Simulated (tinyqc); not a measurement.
Inside a calculation. Model: surface photovoltage measurement of the minority-carrier diffusion length in a wafer. Computed by tinyqc, a small Python program that keeps every step. Command: `OMP_NUM_THREADS=1 python tinyqc.py 3130035 3130036 out.jsonl spv walk`. One thread of a shared host (Intel(R) Xeon(R) Processor @ 2.30GHz), about 0.01 s of CPU time with the checks. Intermediate numbers are printed to about 6 digits and carried at full precision; extremes and crossings named in words are read from the listed rows.

Low injection, steady light, a depletion layer much thinner than 1/alpha and L. The excess density dn is taken at the front edge of the neutral region; light that reaches the back is lost.

Inputs (values chosen for the exercise, modelled on p-type silicon at room temperature):
```
quantity                                              value               unit
diffusion length L                                       23         micrometre
wafer thickness W                                       525         micrometre
diffusivity D                                          31.9             cm^2/s
front recombination velocity S_f                       4400               cm/s
back recombination velocity S_b                       49000               cm/s
photon flux entering                                4.9e+11         1/(cm^2 s)
minority density at the surface barrier scale n_0   1.4e+09             1/cm^3
temperature T                                           298                  K
wavelength                                              959                 nm
relative noise of each reading                            1                  %
diffusion length after pair splitting over L           0.65                  -
iron factor C                                      1.08e+16  micrometre^2/cm^3
```

Constants: k_B = 8.617333262e-05 eV/K.

## One wavelength

alpha = (84.732/lambda - 76.417)^2 per cm with lambda in micrometre (an empirical fit for silicon between 0.7 and 1.05 micrometre). Thick wafer: dn = Phi L/((S_f + D/L)(L + 1/alpha)). Finite wafer, with s = S_b L/D, w = W/L, a = alpha L: dn = [Phi a/(a^2 - 1)] [a - B - exp(-alpha W)(a - s)/(cosh w + s sinh w)]/(S_f + B D/L), B = (sinh w + s cosh w)/(cosh w + s sinh w). Photovoltage V = (k_B T/e) ln(1 + dn/n_0). Lifetime = L^2/D.

alpha = 142.505 1/cm

penetration depth 1/alpha = 70.1731 micrometre

dn, thick wafer = 6.62072e+06 1/cm^3

B = 1

dn, finite wafer = 6.62072e+06 1/cm^3

photovoltage V = 0.121155 mV

lifetime = 0.165831 microsecond

## The linear plot

normal deviates g for the noise: -0.37  -0.66  -0.52  0.57  0.70  -0.24  0.72

Readings y = (Phi/dn) (1 + noise x g) at 780, 830, 880, 920, 950, 975 and 995 nm; a least-squares line y = c (1/alpha + L_app) gives L_app = intercept/slope.

Readings:
```
lambda (nm)  1/alpha (micrometre)  y (cm/s)  line (cm/s)
780                         9.636     25828        25769
830                        15.176     30124        30205
880                        25.330     38190        38337
920                        40.658     50853        50613
950                        61.278     67413        67128
975                        90.917     90271        90866
995                       130.888    123118       122878
```

slope = 800.897 cm/(s micrometre)

apparent length L_app = 22.5382 micrometre

error of L_app (rounded to 0.001) = -2.008 %

At W/L = 22.8 the finite thickness shifts L_app by less than 0.05 %. S_f scales all readings alike and leaves L_app unchanged.

## Where the wafer is too thin

No noise; L is varied at fixed W, and the last two columns set S_b to 0 and to 1e7 cm/s.

Apparent length (micrometre):
```
L           W/L  given S_b  S_b = 0  S_b = 1e7
26.2    20.0382     26.200    26.20     26.200
52.5    10.0000     52.500    52.50     52.500
105.0    5.0000    104.839   105.12    104.821
158.0    3.3228    155.712   159.99    155.539
262.0    2.0038    237.698   285.49    236.611
420.0    1.2500    310.669   544.35    307.878
682.0    0.7698    359.740  1138.20    355.295
1100.0   0.4773    383.734  2285.07    378.328
2100.0   0.2500    395.958  4581.97    390.026
```

With a fast back surface L_app levels off, at 390 micrometre in the last row; with a passive one it reaches up to 2.18 times L among these rows and is 4580 in the last. All three columns are within 5 % of L down to W/L = 3.3.

## Iron from two lengths

Splitting iron-boron pairs in boron-doped silicon shortens L; with nothing else changing, [Fe] = C (1/L_after^2 - 1/L^2). It is evaluated with the true lengths and with the apparent ones (without noise), which differ when the wafer is not thick against L.

L_after = 14.95 micrometre

[Fe] from the true lengths = 2.79057e+13 1/cm^3

[Fe] from the apparent lengths = 2.79057e+13 1/cm^3

bias, apparent over true less 1 (rounded to 0.001) = 0 %

Checks made by the program: dn against a finite-difference solution (relative difference 3e-06).
